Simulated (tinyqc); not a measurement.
p-type polysilicon, carrier trapping at grain boundaries: two steps of the calculation.

One-dimensional grains of size Lg, uniform ionised doping N, monovalent traps Qt at each boundary at a depth Et below (for electrons) or above (for holes) the band edge there, abrupt depletion of width W on each side of a boundary, Boltzmann statistics. xi is the distance from the band edge at the grain centre to the Fermi level. Trapped charge Qt/(1 + exp((xi + VB - Et)/Vt)) = 2 N W, barrier VB = q N W^2/(2 eps0 eps_r).

Values chosen for this exercise; values of the order met in polycrystalline silicon: temperature T = 300 K; relative permittivity eps_r = 11.7; valence-band density of states at T NB = 2.65e19 cm^-3; grain size Lg = 35 nm; trap density of a grain boundary Qt = 5.6e11 cm^-2; depth of the trap level from the majority band edge at the boundary Et = 0.43 eV; mass for thermionic emission ms = 0.37 m0; correction factor of the emission rate fe = 1; mobility inside the grains mug = 48 cm^2/(V s); doping N = 1.5e17 cm^-3.

Constants: q = 1.602176634e-19 C, kB = 1.380649e-23 J/K, m0 = 9.1093837015e-31 kg, Vt = kB T/q, eps0 = 8.8541878128e-14 F/cm where lengths are in cm. Results are converted to the units shown.

Question 1. Depletion width, Fermi level and barrier. If the trap equation with xi = Vt ln(NB/N) has a root W < Lg/2, the grain is partly depleted; otherwise W = Lg/2 and the trap equation gives xi = Et - VB + Vt ln(Qt/(N Lg) - 1). N* = Qt/Lg.

Give: N*; W; xi; VB; share of traps filled.

Answer 1.

N* = 1.600e17 cm^-3
W = 17.50 nm
xi = 0.3245 V
VB = 0.03552 V
share of traps filled = 0.9375

N is 0.938 N*, and the grain is fully depleted; VB = 1.37 Vt.

Question 2. Resistivity and effective mobility. n0 = NB exp(-xi/Vt); mean density n0 (1 - 2 W/Lg) by charge balance in a partly depleted grain, and n0 (sqrt(pi)/2) erf(u)/u with u = sqrt(VB/Vt) in a fully depleted one; v = sqrt(kB T/(2 pi ms m0)); barrier resistivity Vt exp(VB/Vt)/(q fe n0 v Lg); grain resistivity (1 - 2 W/Lg)/(q n0 mug); effective mobility 1/(q mean density total resistivity).

W = 17.5 nm
xi = 0.32446820 V
VB = 0.035523288 V

Wanted: n0; mean density; v; barrier resistivity; grain resistivity; resistivity; effective mobility.

Answer 2.

n0 = 9.385e13 cm^-3
mean density = 6.404e13 cm^-3
v = 4.422e6 cm/s
barrier resistivity = 438.9 ohm cm
grain resistivity = 0.000 ohm cm
resistivity = 438.9 ohm cm
effective mobility = 222.0 cm^2/(V s)

The resistivity is 506 times that of a single crystal with the same N and mobility mug, and the mean density is 0.0427 % of N. The effective mobility exceeds mug only because drift through the depleted grain is left out.

Numbers from tinyqc (`OMP_NUM_THREADS=1 python tinyqc.py 2830286 2830287 out.jsonl`; about 0.01 s on one thread of a shared Intel Xeon 2.30GHz).
